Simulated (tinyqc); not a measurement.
From results back to parameters: inversion layer as a triangular well, valleys of the Ge type. Three cases, with inputs chosen for the exercise.

Problem. The spacing of the two lowest levels of one ladder was computed from a hidden sheet density Ns.

The field is taken as constant, e F = 4 pi (e^2/4 pi eps0)(Nd + eta Ns)/eps, with 1e12/cm^2 = 1e-4/angstrom^2, and the oxide as a hard wall at z = 0; c = hbar^2/2m0.

Level j of a valley lies at E_j = a_j (c (e F)^2/m_z)^(1/3) above the band edge at the surface, with the Airy zeros a_j = 2.338107, 4.087949, 5.520560, 6.786708, 7.944134, 9.022651, 10.040174, 11.008524, 11.936016, 12.828777, and has <z> = 2 E_j/(3 e F).

Constants: hbar^2/2m0 = 3.80998211 eV angstrom^2; e^2/(4 pi eps0) = 14.39964547 eV angstrom.

Case 1.

Values chosen (near those of Ge; the results hold for these values, not for the real material):
- m_z = 0.1185 m0 (confinement mass)
- eps = 16.3 (dielectric constant)
- Nd = 0.38 x 1e12/cm^2 (depletion charge)
- eta = 0.5 (share of Ns in the effective field)

E_1 - E_0 = 79.2095 meV

Case 2.

Values chosen (near those of Ge; the results hold for these values, not for the real material):
- m_z = 1.595 m0 (confinement mass)
- eps = 15.9 (dielectric constant)
- Nd = 0.26 x 1e12/cm^2 (depletion charge)
- eta = 0.5 (share of Ns in the effective field)

E_1 - E_0 = 23.9436 meV

Case 3.

Values chosen (near those of Ge; the results hold for these values, not for the real material):
- m_z = 0.2256 m0 (confinement mass)
- eps = 15.8 (dielectric constant)
- Nd = 0.24 x 1e12/cm^2 (depletion charge)
- eta = 0.5 (share of Ns in the effective field)

E_1 - E_0 = 52.0492 meV

Find: F; Ns.

Solution. e F = sqrt(m_z/c) [(E_1 - E_0)/(a_1 - a_0)]^(3/2), with a_0 and a_1 the first two zeros; then Ns = (eps e F/(4 pi e^2/4 pi eps0) - Nd)/eta.

Case 1.

F = 0.1698 MV/cm
Ns = 2.30 x 1e12/cm^2

Case 2.

F = 0.1036 MV/cm
Ns = 1.30 x 1e12/cm^2

Case 3.

F = 0.1248 MV/cm
Ns = 1.70 x 1e12/cm^2

Computed by tinyqc, one run a case: `OMP_NUM_THREADS=1 python tinyqc.py N N+1 out.jsonl` with N = 1281438, 1281510, 1281562; one thread of a shared Intel(R) Xeon(R) Processor @ 2.30GHz, about 0.04 s a run at most.
